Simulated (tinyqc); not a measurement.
Phonon transmission through an interface between two chains by Green functions. Changing the mass m_2. Computed by tinyqc, a small Python program. Command: `OMP_NUM_THREADS=1 python tinyqc.py 3018129 3018130 out.jsonl agf sweep`. One thread of a shared host (Intel(R) Xeon(R) Processor @ 2.30GHz), about 0.02 s of CPU time with the checks.

Two semi-infinite chains (masses m_1, m_2; springs k_1, k_2), motion along the chain. The central region holds the end atom of each chain and two interlayer atoms of mass m_b, joined by springs k_b. lambda = omega^2 in eV/(angstrom^2 u); nu = 15.6333042 THz x sqrt(lambda).

Inputs (values chosen for the exercise, for two model chains): mass m_1 = 33.6 u; spring k_1 = 10.2 eV/angstrom^2; spring k_2 = 8.54 eV/angstrom^2; junction spring k_b = 2.09 eV/angstrom^2; interlayer mass m_b = 14.8 u; probe frequency / lower band top = 0.36; temperature T = 100 K.

Atoms in the interlayer: two.

Constants: nu for 1 eV/(angstrom^2 u) = 15.6333042 THz; h x 1 THz = 4.135667696 meV; k_B = 8.617333262e-05 eV/K; k_B = 1.380649e-23 J/K; h = 6.62607015e-34 J s.

Method:
- nu_max = 15.6333042 THz x 2 sqrt(k/m); impedance Z = sqrt(k m); long-wave transmission 4 Z_1 Z_2/(Z_1 + Z_2)^2; the probe frequency is the given share of the lower band top.
- In chain i, sin(q_i a/2) = nu/nu_max,i. An outgoing wave makes the next atom move as exp(i q_i a) times the end atom, so the lead adds the self-energy Sigma_i = -k_i exp(i q_i a) to the force-constant matrix; Gamma_i = -2 Im Sigma_i = 2 k_i sin(q_i a).
- A = lambda M - K - Sigma over the central atoms, with K_ii the sum of the springs at i, K_(i,i+1) = -k_b; G = inverse of A; transmission = Gamma_1 Gamma_2 |G_(first,last)|^2.
- Landauer conductance G = k_B int tau(nu) x^2 e^x/(e^x - 1)^2 d nu, x = h nu/(k_B T), from 0 to the lower band top (240 Gauss-Legendre points in s from 0 to 1, nu = nu_top sin(pi s/2)); tau is the transmission, and its thermal mean is G over the value for tau = 1 in the same window; the quantum is g_0 = pi^2 k_B^2 T/(3 h).

One run for each value; columns: (1) mass m_2 (u); (2) conductance G (pW/K); (3) long-wave transmission; (4) thermal mean of the transmission; (5) band top of chain 2 (THz):
```
(1)       (2)      (3)      (4)     (5)
5.6    58.264  0.79199  0.61982  38.611
9.0    56.760  0.87237  0.60382  30.457
14.0   54.353  0.93377  0.57822  24.420
37.0   46.035  0.99959  0.49401  15.021
60.0   40.408  0.98996  0.44854  11.796
97.0   33.131  0.95286  0.39326   9.277
160.0  25.630  0.88937  0.34007   7.224
250.0  16.997  0.81690  0.25767   5.779
400.0  12.487  0.73075  0.22410   4.569
```

Give the missing row, mass m_2 (u) = 23.0.

Computed row; columns: (1) mass m_2 (u); (2) conductance G (pW/K); (3) long-wave transmission; (4) thermal mean of the transmission; (5) band top of chain 2 (THz):
```
(1)      (2)      (3)      (4)     (5)
23.0  50.591  0.98088  0.53819  19.052
```

Interpolating between the two neighbouring rows (the first column on a logarithmic scale, the others too where they are positive) misses most in long-wave transmission, by 1.4 %. Over the rows, conductance G (pW/K) falls from 58.3 to 12.5 (exponent d ln y / d ln x -0.055 between the first rows and -0.66 between the last); long-wave transmission goes from 0.792 through a maximum among these rows, 1.000 at 37.0, to 0.731; thermal mean of the transmission falls from 0.620 to 0.224 (exponent d ln y / d ln x -0.055 between the first rows and -0.30 between the last). The impedances match at m_2 = 40.1 u and the band tops at 28.1 u; above the second value a heavier chain 2 lowers the top of the window.

Extremes, crossings and ranges named in words are read from the listed rows.
